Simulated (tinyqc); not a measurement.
From results back to parameters: Boltzmann transport in a parabolic band with a power-law relaxation time. Four cases, with inputs chosen for the exercise.

Problem. The Seebeck coefficient and the Hall density nH = n/rH are given; md is hidden (a Pisarenko analysis).

F_j(eta) = (1/Gamma(j + 1)) integral_0^infinity x^j dx/(1 + exp(x - eta)), which tends to exp(eta) for eta << 0.

n = N F_1/2(eta) with N = 2 (m kB T/(4 pi c))^(3/2) with c = hbar^2/2m0, in 1/angstrom^3; times 1e24 for 1/cm^3, m = md.

tau = tau0 x^r with x = E/kT. With K_j = Gamma(j + 1) F_j(eta): <tau> = tau0 (r + 3/2) K_(r+1/2)/((3/2) K_(1/2)); mu = <tau>/(mc m0/e), m0/e = 5.685630e-12 kg/C; Hall factor rH = (3/2) K_(1/2) (2r + 3/2) K_(2r+1/2)/((r + 3/2) K_(r+1/2))^2; Seebeck S = -(kB/e) [(r + 5/2) K_(r+3/2)/((r + 3/2) K_(r+1/2)) - eta]; Lorenz number L = (kB/e)^2 [(r + 7/2) K_(r+5/2)/((r + 3/2) K_(r+1/2)) - ((r + 5/2) K_(r+3/2)/((r + 3/2) K_(r+1/2)))^2]; kB/e in V/K. Valley anisotropy is left out of rH.

Constants: hbar^2/2m0 = 3.80998211 eV angstrom^2; kB = 8.617333262e-05 eV/K.

Find: eta; rH; n; md.

Method. S depends on eta alone and |S| falls steadily with it; eta gives rH and so n, and N = n/F_1/2(eta) gives md from N proportional to md^(3/2).

Case 1.

Values chosen (out of a larger set: masses near those of GaAs; tau0 is set for a mobility of the usual size at this n, kL is a free input; freeze-out and phonon drag, which matter near 77 K, are left out; not measured data): r = -0.5 (exponent of tau); T = 77 K.

S = -520.350 microvolt/K
nH = 8.4973e+14 1/cm^3

Solution.

eta = -4.03
rH = 1.177
n = 1.0e+15 1/cm^3
md = 0.067 m0

Case 2.

Values chosen (out of a larger set: masses near those of GaN; tau0 is set for a mobility of the usual size at this n, kL is a free input; freeze-out and phonon drag, which matter near 77 K, are left out; not measured data): r = 0 (exponent of tau); T = 77 K.

S = -202.150 microvolt/K
nH = 3.8000e+17 1/cm^3

Solution.

eta = 0.72
rH = 1.000
n = 3.8e+17 1/cm^3
md = 0.200 m0

Case 3.

Values chosen (out of a larger set: masses near those of Si; tau0 is set for a mobility of the usual size at this n, kL is a free input; freeze-out and phonon drag, which matter near 77 K, are left out; not measured data): r = 0.5 (exponent of tau); T = 77 K.

S = -671.004 microvolt/K
nH = 2.7169e+16 1/cm^3

Solution.

eta = -4.78
rH = 1.104
n = 3.0e+16 1/cm^3
md = 1.067 m0

Case 4.

Values chosen (out of a larger set: masses near those of Si; tau0 is set for a mobility of the usual size at this n, kL is a free input; freeze-out and phonon drag, which matter near 77 K, are left out; not measured data): r = -0.5 (exponent of tau); T = 500 K.

S = -396.149 microvolt/K
nH = 3.7515e+18 1/cm^3

Solution.

eta = -2.56
rH = 1.173
n = 4.4e+18 1/cm^3
md = 1.054 m0

Computed by tinyqc, one run a case: `OMP_NUM_THREADS=1 python tinyqc.py N N+1 out.jsonl` with N = 1652019, 1652038, 1652042, 1652062; one thread of a shared Intel(R) Xeon(R) Processor @ 2.30GHz, about 0.01 s a run at most.
